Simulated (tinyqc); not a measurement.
What each parameter does: thresholds of impact ionisation and Auger recombination from band masses.

Parabolic bands, no phonon. At threshold the three slow carriers share one velocity. With M their total mass and m4 the mass of the fast carrier, the fast carrier has the kinetic energy E_T = G M/(M - m4) and the slow ones together E_a = G m4/(M - m4), the activation energy of the Auger rate. CCCH (fast electron): G = Eg, M = 2 me + mh, m4 = me. CHHS (hole into the split-off band): G = Eg - Dso, M = 2 mh + me, m4 = ms; this form holds for Eg > Dso (below, the process needs about Dso - Eg and is marked by a dash). CHHL (hole into the light band): G = Eg, M = 2 mh + me, m4 = ml. CHHH (fast heavy hole): G = Eg, M = 2 mh + me, m4 = mh.

Non-parabolic fast electron: E (1 + alpha E) = c k^2/me with alpha = (1 - me)^2/Eg; the slow carriers stay parabolic, so E_T = Eg + me E_T (1 + alpha E_T)/M, M = 2 me + mh (the root between Eg and 1.9 Eg).

Constants: kB = 8.617333262e-05 eV/K.

Parameters, chosen for this exercise (near those of InAs, gap at low temperature and not tied to T; the results hold for these values, not for the real material): Eg = 0.412 eV (gap at Gamma to the s-like level); Dso = 0.394 eV (spin-orbit splitting); me = 0.0267 m0 (electron mass at Gamma); mh = 0.38 m0 (heavy-hole mass); ms = 0.139 m0 (split-off mass); ml = 0.027 m0 (light-hole mass); T = 400 K (temperature).

Activation energies.

One parameter was then changed.

Results before and after:

| case | CCCH (meV) | CCCH non-parabolic (meV) | CHHL (meV) |
|---|---|---|---|
| base | 27.05 | 60.79 | 14.64 |
| changed | 24.74 | 54.82 | 13.31 |

Which of these changes was made? (a) me = 0.024 m0; (b) Eg = 0.3708 eV; (c) mh = 0.418 m0; (d) ml = 0.0243 m0; (e) Dso = 0.4334 eV; (f) ms = 0.1529 m0.

Answer: (c) mh = 0.418 m0. Of the candidates, run in turn, only this one gives the changed row.

All candidates:

| case | CCCH (meV) | CCCH non-parabolic (meV) | CHHL (meV) |
|---|---|---|---|
| base | 27.05 | 60.79 | 14.64 |
| Eg = 0.3708 eV | 24.34 | 54.71 | 13.18 |
| Dso = 0.4334 eV | 27.05 | 60.79 | 14.64 |
| me = 0.024 m0 | 24.48 | 54.35 | 14.69 |
| mh = 0.418 m0 | 24.74 | 54.82 | 13.31 |
| ms = 0.1529 m0 | 27.05 | 60.79 | 14.64 |
| ml = 0.0243 m0 | 27.05 | 60.79 | 13.13 |

Run: tinyqc, `OMP_NUM_THREADS=1 python tinyqc.py 1850990 1850991 out.jsonl`; Intel(R) Xeon(R) Processor @ 2.30GHz, one thread, shared host; about 0.01 s of CPU time with all checks.
